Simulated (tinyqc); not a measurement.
# Bandgap voltage reference from two bipolar transistors: output against temperature

Two transistors of area 1 and N carry the same current I. Is(T) = Is (T/T0)^eta exp[(Vg0 q/kB)(1/T0 - 1/T)], VBE1 = Vt ln(I/Is(T)) + I rb, VBE2 = Vt ln(I/(N Is(T))) + I rb/N. The amplifier forces I R1(T) = VBE1 - VBE2 + Vos, with R(T) = R (1 + tc (T - T0)) for both resistors, and the output is Vref = VBE1 + I R2(T). Base currents and the Early effect are neglected.

Vt = kB T/q; I = (Vt ln N + Vos)/(R1(T) - rb (1 - 1/N)).

Values chosen for this exercise; values of the order met in silicon bipolar transistors: reference temperature T0 = 300 K; band-gap voltage extrapolated to 0 K Vg0 = 1.191 V; temperature exponent of the saturation current eta = 3.3; saturation current of the unit transistor at T0 Is = 9e-17 A; area ratio of the second transistor N = 4; resistor across which the difference of VBE falls, at T0 R1 = 5 kohm; temperature coefficient of both resistors tc = 500 ppm/K; offset of the amplifier Vos = 0 mV; series resistance of the unit transistor rb = 77 ohm; output resistor at T0 R2 = 86.04 kohm.

Constants: q = 1.602176634e-19 C, kB = 1.380649e-23 J/K. Results are converted to the units shown.

Output against temperature:
```
T (K),I (uA),VBE1 (V),I R2 (V),Vref (V),Vref - Vref(T0) (mV),dVref/dT (uV/K)
218,5.497,0.8123,0.4536,1.266,-7.763,132.4
233,5.830,0.7830,0.4848,1.268,-5.889,117.6
253,6.264,0.7436,0.5263,1.270,-3.725,99.10
273,6.690,0.7039,0.5679,1.272,-1.917,81.90
298,7.210,0.6538,0.6198,1.274,-0.1223,61.93
323,7.718,0.6032,0.6717,1.275,1.192,43.41
348,8.212,0.5522,0.7235,1.276,2.059,26.15
373,8.695,0.5008,0.7754,1.276,2.508,9.964
398,9.166,0.4490,0.8273,1.276,2.565,-5.277
423,9.626,0.3968,0.8791,1.276,2.251,-19.68
```

VBE1 falls by 2.03 mV/K on average and I R2 rises by 2.08 mV/K. The slope of Vref vanishes at T = 389 K. Between 233 and 398 K Vref spans 8.48 mV, or 40.3 ppm/K by the box method (span over the average over T, over 165 K).

Program tinyqc, `OMP_NUM_THREADS=1 python tinyqc.py 2062149 2062150 out.jsonl`; Intel Xeon 2.30GHz, shared host, one thread, about 0.02 s.
